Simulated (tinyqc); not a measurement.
Frequency dispersion of an accumulation capacitance by border traps, distributed model: two steps of the calculation.

Traps spread evenly through the insulator exchange electrons with the semiconductor by tunnelling, with tau(x) = t0 exp(2 ka x) at depth x from the interface. The admittance per area Y seen at depth x obeys dY/dx = -Y^2/(i w eps0 eox) + q Nb ln(1 + i w tau)/tau, with Y(0) = i w Cs and w = 2 pi f; the gate sees Y(tox) = G + i w C. Working variable y = Y/(i w), in uF/cm^2. Cox = eps0 eox/tox.

Values chosen for this exercise; permittivity close to that of silicon dioxide:
- eox = 3.97 (relative permittivity of the insulator)
- tox = 5.5 nm (insulator thickness)
- Cs = 1.8 uF/cm^2 (semiconductor capacitance in accumulation)
- Nb = 8.1e19 cm^-3 eV^-1 (density of border traps)
- ka = 4 1/nm (decay constant of the wave function in the insulator)
- t0 = 4e-9 s (time constant of a trap at the interface)
- f = 100 Hz (frequency)
- xe = 2.2 nm (depth down to which the steps are taken)

Constants: q = 1.602176634e-19 C, eps0 = 8.8541878128e-14 F/cm where lengths are in cm. Results are converted to the units shown.

Question 1. Scales and lumped estimate. Cox; trap-free value 1/(1/Cox + 1/Cs); response depth d = ln(1/(w t0))/(2 ka), where w tau = 1; lumped estimate: all traps within d act as C_bt = q Nb d placed at d/2, so C = 1/{1/[1/(1/Cs + d/(2 eps0 eox)) + C_bt] + (tox - d/2)/(eps0 eox)}.

Wanted: Cox; trap-free C; d; C_bt; lumped C.

Answer 1.

Cox = 0.6391 uF/cm^2
trap-free C = 0.4716 uF/cm^2
d = 1.612 nm
C_bt = 2.092 uF/cm^2
lumped C = 0.6126 uF/cm^2

The traps within reach amount to 1.16 Cs and lie in the first 29.3 % of the insulator.

Question 2. Capacitance and conductance at the gate. Beyond xe the traps are ignored, so 1/y(tox) = 1/y(xe) + (tox - xe)/(eps0 eox); C = Re y, G/w = -Im y, loss tangent G/(w C).

y at xe = 1.6475321-0.1505976i uF/cm^2

Wanted: y at the gate; C; G/w; loss tangent.

Answer 2.

y at the gate = 0.6482-0.0231i uF/cm^2
C = 0.6482 uF/cm^2
G/w = 0.02315 uF/cm^2
loss tangent = 0.03571

tinyqc, about 0.5 s, one thread, Intel Xeon 2.30GHz (shared host): `OMP_NUM_THREADS=1 python tinyqc.py 2202143 2202144 out.jsonl`
